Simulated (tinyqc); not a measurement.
Comparisons within one model: k.p theory built from an empirical-pseudopotential calculation at Gamma. A value that a table varies takes the place of the one given here.

Empirical pseudopotential on the fcc lattice, atoms at +/- tau, tau = a (1,1,1)/8, no spin-orbit coupling. H(G,G') = c (2 pi/a)^2 |k + G|^2 delta + VS(q) cos(q.tau) + i VA(q) sin(q.tau), q = G - G', c = hbar^2/2m0; k and G in units of 2 pi/a; VS at |q|^2 = 3, 8, 11 and VA at 3, 4, 11, in rydberg, zero elsewhere. The basis is fixed: all 89 G with |G|^2 up to Gcut. Energies are counted from the fourth level at Gamma.

k.p in the lowest n states at Gamma: H_nm = (E_n + c k^2) delta + 2 c k.<n|G|m>, k in 1/angstrom; with all states of the basis it is exact.

Empirical pseudopotential on the fcc lattice, atoms at +/- tau, tau = a (1,1,1)/8, no spin-orbit coupling. H(G,G') = c (2 pi/a)^2 |k + G|^2 delta + VS(q) cos(q.tau) + i VA(q) sin(q.tau), q = G - G', c = hbar^2/2m0; k and G in units of 2 pi/a; VS at |q|^2 = 3, 8, 11 and VA at 3, 4, 11, in rydberg, zero elsewhere. The basis holds all G with |G|^2 up to a cut-off. Energies are counted from the fourth level at Gamma.

For a multiplet A of d_A states, W(B) = (4 c/(3 d_A)) sum over n in A, m in B and i = x, y, z of |<n|G_i|m>|^2 (G in 1/angstrom, <n|G_i|m> = sum_G c_n(G)* G_i c_m(G)); the mean inverse mass of A is 1 + sum_B W(B)/(E_A - E_B). Multiplets with W = 0 are left out.

Valence parameters: D(u) = c + 4 c^2 sum_m <n|u.G|m><m|u.G|n'>/(0 - E_m) on the valence triplet, in units of c, has eigenvalues L, M, M along [100] and (L + 2M + 2N)/3, (L + 2M - N)/3 twice along [111]; g1 = -(L + 2M)/3, g2 = -(L - M)/6, g3 = -N/6.

Constants: hbar^2/2m0 = 3.80998211 eV angstrom^2; Ry = 13.60569312 eV.

Values chosen for the exercise (near those of Si; shifted at random, so the results belong to these values and not to a real crystal): a = 5.417 angstrom (lattice constant); VS = (-0.213, 0.04, 0.081) Ry (symmetric form factors); VA = (0, 0, 0) Ry (antisymmetric form factors); Gcut = 19 (2 pi/a)^2 (largest |G|^2 of the fixed basis); VS3 = -0.213 Ry; VS8 = 0.04 Ry; VS11 = 0.081 Ry; VA3 = 0 Ry; VA4 = 0 Ry; VA11 = 0 Ry.

## How many bands a k.p model needs: band 5 from Gamma to K

Band 5 (counted from below) at k = f (0.75, 0.75, 0) 2 pi/a; n ends on whole multiplets.

Energies (eV):

| f | n = 8 | n = 15 | n = 27 | n = 89 (exact) |
|---|---|---|---|---|
| 0.000 | 3.452 | 3.452 | 3.452 | 3.452 |
| 0.125 | 3.542 | 3.495 | 3.493 | 3.492 |
| 0.250 | 3.812 | 3.691 | 3.683 | 3.679 |
| 0.375 | 4.263 | 3.850 | 3.848 | 3.841 |
| 0.500 | 4.893 | 3.650 | 3.647 | 3.634 |
| 0.625 | 5.704 | 3.158 | 3.155 | 3.132 |
| 0.750 | 6.695 | 2.569 | 2.565 | 2.528 |
| 0.875 | 7.867 | 2.024 | 2.018 | 1.964 |
| 1.000 | 9.218 | 1.590 | 1.582 | 1.506 |

With n = 8 the band stays within 0.05 eV of the exact one up to f = 0.125 (error at K: +7.713 eV). With n = 15 the band stays within 0.05 eV of the exact one up to f = 0.750 (error at K: +0.084 eV). With n = 27 the band stays within 0.05 eV of the exact one up to f = 0.750 (error at K: +0.076 eV). A smaller basis can only raise a level. The exact band has its minimum on these points at f = 1.000; n = 8 puts it at f = 0.000.

## Convergence with the plane-wave basis

E_s is the lowest empty singlet, Ep its W to the valence triplet, m its mass.

Results:

| cut-off | plane waves | E_s (eV) | Ep (eV) | m (m0) | g1 | g2 | g3 |
|---|---|---|---|---|---|---|---|
| 8 | 27 | 3.904 | 21.58 | 0.1538 | 4.37 | 0.43 | 1.54 |
| 11 | 51 | 3.991 | 21.44 | 0.1576 | 4.27 | 0.47 | 1.46 |
| 12 | 59 | 3.965 | 21.42 | 0.1569 | 4.41 | 0.44 | 1.50 |
| 16 | 65 | 3.965 | 21.42 | 0.1569 | 4.45 | 0.43 | 1.51 |
| 19 | 89 | 3.945 | 21.48 | 0.1558 | 4.43 | 0.45 | 1.50 |
| 20 | 113 | 3.912 | 21.53 | 0.1544 | 4.42 | 0.47 | 1.51 |
| 24 | 137 | 3.914 | 21.54 | 0.1545 | 4.43 | 0.46 | 1.51 |

Against the last row, E_s errs most, by +0.077 eV, at cut-off 11, and by -0.003 eV in the last row but one. Ep varies by 0.7 % over the table and m by 2.5 %: the mass, near E_s/Ep, inherits the errors of both. Local form factors fix the converged values only roughly. The gap is a difference of two levels, so it need not converge steadily, and here it does not.

## What each form factor does (empirical-pseudopotential levels)

Lowest empty singlet and triplet at Gamma and the valence width there (fixed basis); lowest empty level at X = (1,0,0) and L = (1/2,1/2,1/2) from the valence top, these levels and that top with all |k + G|^2 up to 21. Singlet and triplet count orbital degeneracy. VS3 is VS at |q|^2 = 3, and so on. The row for a keeps the form factors fixed, so it is no model of a real expansion, which changes them too. Each row changes one parameter from the base and keeps the others.

Results:

| case | singlet (eV) | triplet (eV) | X (eV) | L (eV) | width (eV) |
|---|---|---|---|---|---|
| base | 3.945 | 3.452 | 0.998 | 1.919 | 12.740 |
| a = 5.471 angstrom | 3.960 | 3.477 | 1.129 | 1.991 | 12.433 |
| VS3 = -0.203 Ry | 4.006 | 3.307 | 0.753 | 1.824 | 12.796 |
| VS8 = 0.05 Ry | 4.425 | 3.396 | 1.077 | 2.144 | 12.665 |
| VS11 = 0.091 Ry | 4.449 | 3.688 | 1.261 | 2.239 | 12.567 |
| VA3 = 0.03 Ry | 3.979 | 3.473 | 0.737 | 1.913 | 12.743 |
| VA4 = 0.03 Ry | 3.813 | 3.533 | 0.552 | 1.960 | 12.731 |
| VA11 = 0.03 Ry | 3.802 | 3.414 | 0.713 | 1.860 | 12.754 |

The largest shifts from the base row, up to three for each result and ties (the steps differ in size, so this ranks the rows, not the parameters). singlet (eV): VS11 +0.504, VS8 +0.480, VA11 -0.143. triplet (eV): VS11 +0.236, VS3 -0.145, VA4 +0.081. X (eV): VA4 -0.446, VA11 -0.285, VS11 +0.263. L (eV): VS11 +0.321, VS8 +0.225, VS3 -0.095. width (eV): a -0.307, VS11 -0.173, VS8 -0.075. In a diamond crystal a small VA enters the levels at Gamma and L only in second order, by symmetry, but splits the degenerate pair at X in first order.

Computed by tinyqc, a small Python program: `OMP_NUM_THREADS=1 python tinyqc.py 1080370 1080371 out.jsonl` (the numbers bound the seed that draws the inputs); one thread of a shared host (Intel(R) Xeon(R) Processor @ 2.30GHz), about 0.5 s for the whole set of steps.
